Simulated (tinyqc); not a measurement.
Schottky barrier on an n-type semiconductor, non-linear Poisson equation by Newton steps: one step of the calculation.

One dimension, metal at x = 0, donor density C(x) = Nd, uniform. Energies are counted from the electron Fermi level of the semiconductor and the conduction-band edge is Ec = -psi, so n = Nc exp(psi/Vt); holes follow the Fermi level of the metal, at -V, so p = Nv exp((V - psi - Eg)/Vt). Ends: psi(0) = V - phiB and psi = Vt ln(Nd/Nc) deep inside. Boltzmann statistics, full ionisation, no current, no image force in the Poisson equation.

Task. Newton step. Solve the tridiagonal system a_(i-1) d_(i-1) + b_i d_i + a_i d_(i+1) = -F_i for nodes 1 to 11, with d = 0 on fixed nodes. Each component d is damped to sign(d) Vt ln(1 + |d|/Vt) before it is added.

Parameters, values chosen for the exercise: temperature T = 273 K.

Constants: q = 1.602176634e-19 C, kB = 1.380649e-23 J/K, Vt = kB T/q. Results are converted to the units shown.

coupling a_i, interval 0 to 11 (F/cm^2): 9.3371435e-7  8.0241077e-7  6.8931932e-7  5.9369121e-7  5.1098795e-7  4.3705778e-7  3.7484883e-7  3.2096431e-7  2.8530161e-7  2.3885716e-7  2.0541716e-7  1.7708376e-7

```
node  diagonal b (F/cm^2)  residual F (C/cm^2)
1           -2.1008239e-6        -6.0904419e-7
2           -1.9161905e-6                   ~0
3           -1.7764265e-6                   ~0
4           -1.6777773e-6                   ~0
5           -1.6161494e-6                   ~0
6           -1.5918717e-6                   ~0
7           -1.6060278e-6                   ~0
8           -1.6482625e-6                   ~0
9           -1.7347136e-6                   ~0
10          -1.8693579e-6                   ~0
11          -2.0374366e-6                   ~0
```

psi at the start, node 0 to 12 (V): -0.80000000  -0.14771893  -0.14771893  -0.14771893  -0.14771893  -0.14771893  -0.14771893  -0.14771893  -0.14771893  -0.14771893  -0.14771893  -0.14771893  -0.14771893

Find: Newton step d, before damping; psi after iteration 1.

Result.

Newton step d, before damping, node 1 to 11 (V): -0.35817  -0.17873  -0.07991  -0.03158  -0.01084  -0.00316  -0.00077  -0.00015  -0.00003  0.00000  0.00000
psi after iteration 1, node 0 to 12 (V): -0.80000  -0.21327  -0.19833  -0.18256  -0.16774  -0.15663  -0.15068  -0.14847  -0.14787  -0.14774  -0.14772  -0.14772  -0.14772

Program tinyqc, `OMP_NUM_THREADS=1 python tinyqc.py 2020071 2020072 out.jsonl`; Intel Xeon 2.30GHz, shared host, one thread, about 0.03 s.

~0 in a residual or rate marks an entry under 1e-11 of the largest of its column.
